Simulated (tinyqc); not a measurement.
## Bandgap voltage reference from two bipolar transistors: effect of the area ratio of the second transistor

Two transistors of area 1 and N carry the same current I. Is(T) = Is (T/T0)^eta exp[(Vg0 q/kB)(1/T0 - 1/T)], VBE1 = Vt ln(I/Is(T)) + I rb, VBE2 = Vt ln(I/(N Is(T))) + I rb/N. The amplifier forces I R1(T) = VBE1 - VBE2 + Vos, with R(T) = R (1 + tc (T - T0)) for both resistors, and the output is Vref = VBE1 + I R2(T). Base currents and the Early effect are neglected.

Vt = kB T/q; I = (Vt ln N + Vos)/(R1(T) - rb (1 - 1/N)). Box coefficient: span of Vref between 233 and 398 K over its average over T and over 165 K. The last column is the R2 that gives zero slope at T0.

Inputs (values chosen for the exercise); values of the order met in silicon bipolar transistors:
- T0 = 300 K (reference temperature)
- Vg0 = 1.207 V (band-gap voltage extrapolated to 0 K)
- eta = 4.1 (temperature exponent of the saturation current)
- Is = 4.8e-16 A (saturation current of the unit transistor at T0)
- R1 = 8.3 kohm (resistor across which the difference of VBE falls, at T0)
- tc = 0 ppm/K (temperature coefficient of both resistors)
- Vos = -2.1 mV (offset of the amplifier)
- rb = 0 ohm (series resistance of the unit transistor)
- R2 = 165.7 kohm (output resistor at T0)

Constants: q = 1.602176634e-19 C, kB = 1.380649e-23 J/K. Results are converted to the units shown.

Result of one run:

| N | I at T0 (uA) | Vref at T0 (V) | slope at T0 (uV/K) | box coefficient (ppm/K) | R2 for zero slope (kohm) |
|---|---|---|---|---|---|
| 8 | 6.224 | 1.633 | 1297 | 778.7 | 105.6 |

What becomes of these results when the area ratio of the second transistor N is changed from 8 to 100, all else the same?

Result of the changed run:

| N | I at T0 (uA) | Vref at T0 (V) | slope at T0 (uV/K) | box coefficient (ppm/K) | R2 for zero slope (kohm) |
|---|---|---|---|---|---|
| 100 | 14.09 | 2.958 | 5711 | 1872 | 46.26 |

The whole series:

| N | I at T0 (uA) | Vref at T0 (V) | slope at T0 (uV/K) | box coefficient (ppm/K) | R2 for zero slope (kohm) |
|---|---|---|---|---|---|
| 2 | 1.906 | 0.8872 | -1182 | 1374 | 329.9 |
| 4 | 4.065 | 1.265 | 69.70 | 47.05 | 160.9 |
| 8 | 6.224 | 1.633 | 1297 | 778.7 | 105.6 |
| 15 | 8.182 | 1.965 | 2401 | 1195 | 80.30 |
| 24 | 9.646 | 2.212 | 3224 | 1421 | 68.00 |
| 48 | 11.80 | 2.575 | 4433 | 1674 | 55.41 |
| 100 | 14.09 | 2.958 | 5711 | 1872 | 46.26 |

As N goes from 2 to 100, Vref rises from 0.8872 to 2.958 V and the box coefficient goes from 1370 through a minimum of 47.1 (at N = 4 among the rows listed) to 1870 ppm/K. A larger N needs a smaller R2/R1, which lowers the gain seen by offset and noise.

tinyqc, about 0.02 s, one thread, Intel Xeon 2.30GHz (shared host): `OMP_NUM_THREADS=1 python tinyqc.py 2062069 2062070 out.jsonl`
